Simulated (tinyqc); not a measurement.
Inside a calculation. Model: electroplating on a thin resistive seed layer: kinetics, Wagner number and the terminal effect across a wafer. Computed by tinyqc, a small Python program that keeps every step. Command: `OMP_NUM_THREADS=1 python tinyqc.py 3120118 3120119 out.jsonl terminal walk`. One thread of a shared host (Intel(R) Xeon(R) Processor @ 2.30GHz), about 0.02 s of CPU time with the checks. Intermediate numbers are printed to about 6 digits and carried at full precision; extremes and crossings named in words are read from the listed rows.

Current enters the seed at the rim. The bath is treated as a local resistance per area (no lateral flow in the liquid), two electrons per ion, molar volume 7.11 cm^3/mol, Faraday constant F = e N_A, kinematic viscosity 0.01 cm^2/s, omega = 2 pi x rpm/60; k_B T/e is in volts.

Inputs (values chosen for the exercise, of the order of those for copper plating from an acid sulfate bath):
```
quantity                               value         unit
wafer radius R                           7.5           cm
seed thickness t                          30           nm
seed resistivity                          22  microohm cm
bath conductivity kappa                 0.31         S/cm
gap to the anode h                         5           cm
extra resistance of a porous plate         0     ohm cm^2
exchange current density i_0            0.22      mA/cm^2
cathodic transfer coefficient alpha     0.41            -
mean current density                     2.9      mA/cm^2
diffusivity of the metal ion         5.6e-06       cm^2/s
metal ion concentration                 0.56        mol/L
rotation rate                             30          rpm
temperature T                            298            K
```

Constants: e = 1.602176634e-19 C; N_A = 6.02214076e+23 1/mol; k_B = 8.617333262e-05 eV/K.

## Rate, limit and resistances

Growth rate = i V_m/(2 F). Levich limit i_L = 0.62 x 2 F D^(2/3) omega^(1/2) nu^(-1/6) c. Tafel overpotential eta = (k_B T/(alpha e)) ln(i/i_0); kinetic resistance k_B T/(alpha e i); bath resistance h/kappa + plate; R_s = resistivity/t; Wagner number = kinetic resistance x kappa/R.

growth rate = 64.1103 nm/min

limiting current i_L = 80.6810 mA/cm^2

overpotential = 161.521 mV

kinetic resistance = 21.5977 ohm cm^2

bath resistance R_b = 16.1290 ohm cm^2

sheet resistance R_s = 7.33333 ohm/square

Wagner number = 0.892705

## Linear estimate of the terminal effect

Linearised: with R_t = kinetic + bath resistance the current density obeys (1/r)(r i')' = i R_s/R_t, so i = A I_0(r/l), l = sqrt(R_t/R_s); with x = R/l, edge/centre = I_0(x) and edge/mean = x I_0(x)/(2 I_1(x)). Voltage drop in the seed for a uniform current: i R_s R^2/4.

length l = 2.26816 cm

x = R/l = 3.30664

edge over centre, linear = 6.27716

edge over mean, linear = 1.99117

drop for uniform current = 299.0625 mV

## Current distribution

Full model: seed potential phi(r) with (1/r)(r phi')' = R_s i, where i solves phi = R_b i + (k_B T/(alpha e)) ln(i/i_0) (phi being the driving voltage left at r); phi'(0) = 0 and phi'(R) = R_s i_mean R/2. Solved by collocation to a tolerance of 1e-7.

Across the wafer:
```
r/R   i (mA/cm^2)   i/mean  i/mean, linear
0.00      1.14081  0.39338         0.31721
0.20      1.20958  0.41710         0.35285
0.40      1.44975  0.49991         0.47187
0.60      1.99610  0.68831         0.71508
0.75      2.81693  0.97135         1.02773
0.90      4.38305  1.51140         1.51843
1.00      6.20645  2.14015         1.99117
```

edge over centre, full model = 5.44038

The full model gives 5.44 against 6.28 from the linear form.

## As the film thickens, and with more bath resistance

The film is taken as uniform, with the seed resistivity; the last column adds 100 ohm cm^2 to R_b. Extra power of that plate = i^2 x 100 ohm cm^2 x area.

Edge over centre:
```
thickness (nm)  R_s (ohm/square)  as given  with 100 ohm cm^2 more
30                       7.33333   5.44038                 1.89428
45                       4.88889   3.60299                 1.56305
60                       3.66667   2.81248                 1.41009
90                       2.44444   2.11233                 1.26536
150                      1.46667   1.62002                 1.15540
300                      0.73333   1.29185                 1.07628
600                      0.36667   1.14132                 1.03779
```

extra power = 0.148617 W

The ratio falls below 1.1 in none of these rows as given, and from 300 nm on with the added resistance: what counts is R_s R^2 against the sum of kinetic and bath resistance.

Checks made by the program: mean of the distribution (relative difference 4e-07).
